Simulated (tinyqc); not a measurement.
Exact and approximate surface terms: size effects in the resistivity of thin metal films and interconnect lines. Computed by tinyqc, a small Python program. Command: `OMP_NUM_THREADS=1 python tinyqc.py 3005453 3005454 out.jsonl size walk`. One thread of a shared host (Intel(R) Xeon(R) Processor @ 2.30GHz), about 0.01 s of CPU time with the checks.

Electrons lose their drift at surfaces (a share 1 - p of the hits) and at grain boundaries (reflection R), besides bulk scattering.

Inputs (values chosen for the exercise, modelled on platinum): bulk mean free path lambda = 7.2 nm; specularity p = 0.

Geometry: film.

Method. Fuchs-Sondheimer film: rho_b/rho = 1 - (3/(2 kappa))(1 - p) int_0^1 (s - s^3)(1 - exp(-kappa/s))/(1 - p exp(-kappa/s)) ds, f = rho/rho_b, kappa = thickness/lambda, 80 Gauss-Legendre points. Thick-film form 1 + 3 (1 - p)/(8 kappa); thin-film form (4/3)((1 - p)/(1 + p))/(kappa ln(1/kappa)).

Rho/rho_b:

| kappa | h (nm) | exact | thick-film form | thin-film form |
|---|---|---|---|---|
| 0.01 | 0.072 | 26.484 | 38.5000 | 28.953 |
| 0.02 | 0.144 | 15.333 | 19.7500 | 17.041 |
| 0.05 | 0.36 | 7.728 | 8.5000 | 8.902 |
| 0.1 | 0.72 | 4.782 | 4.7500 | 5.791 |
| 0.2 | 1.44 | 3.096 | 2.8750 | 4.142 |
| 0.5 | 3.6 | 1.916 | 1.7500 | - |
| 1 | 7.2 | 1.462 | 1.3750 | - |
| 2 | 14.4 | 1.221 | 1.1875 | - |
| 5 | 36 | 1.081 | 1.0750 | - |
| 10 | 72 | 1.039 | 1.0375 | - |

What follows from these numbers?

The thick-film form is within 5 % down to kappa = 2; at kappa = 0.01 it is 1.45 times the exact value and the thin-film form 1.09 times. The resistivity doubles between 1.44 and 3.60 nm. Rows thinner than about 5 nm only illustrate the formulas.

Extremes, crossings and ranges named in words are read from the listed rows.
